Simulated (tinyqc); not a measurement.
Oxide trap near a transistor channel: two-state multiphonon kinetics, telegraph noise and bias instability: one step, computed by the program tinyqc. Command: `OMP_NUM_THREADS=1 python tinyqc.py 3009427 3009428 out.jsonl oxidetrap walk`. One thread of a shared host (Intel(R) Xeon(R) Processor @ 2.30GHz), about 0.01 s of CPU time with the checks.

An n-channel device under positive gate bias. The trap is empty (state 1) or holds an electron (state 2); both states are parabolas of equal curvature, and the electron reservoir is taken at the Fermi level of the channel.

Problem. Stress and recovery of one trap. From the zero-field occupation f(0), f(t) = f_2 + (f(0) - f_2) exp(-t/tau_0) under the field; after t_s the field is removed and f relaxes with the zero-field constants. E_21 = E_t - e F x is the energy of state 2 over state 1; barriers E_c = (E_R + E_21)^2/(4 E_R), E_e = E_c - E_21; tau_c = exp(E_c/k_B T)/(k_0 P), tau_e = exp(E_e/k_B T)/(k_0 P), P the tunnelling factor; occupation f_2 = tau_e/(tau_c + tau_e); 1/tau_0 = 1/tau_c + 1/tau_e.

Inputs (values chosen for the exercise, with an insulator like Al2O3 on silicon): insulator constant eps_ox = 9.12; trap depth x from the interface = 0.59 nm; trap level above E_F at zero field E_t = 0.54 eV; relaxation energy E_R = 2.2 eV; oxide field F = 6.3 MV/cm; attempt rate k_0 at the interface = 2e+11 1/s; temperature T = 250 K; stress time t_s = 1 s.

Parts treated: one trap.

tunnelling factor = 0.005726439

occupation f_2 = 4.046183e-04

tau_0 = 2.494131 s

Constants: k_B = 8.617333262e-05 eV/K.

Give: occupation at zero field; tau_0 at zero field; occupation after stress; half-time of recovery.

Solution.

occupation at zero field = 1.300e-11

tau_0 at zero field = 0.001793 s

occupation after stress = 1.336e-04

half-time of recovery = 0.001243 s

Caution: a field 1.5 times as high comes near the usual breakdown field of such an insulator. Caution: at this temperature nuclear tunnelling through such barriers shortens the times below these classical values.
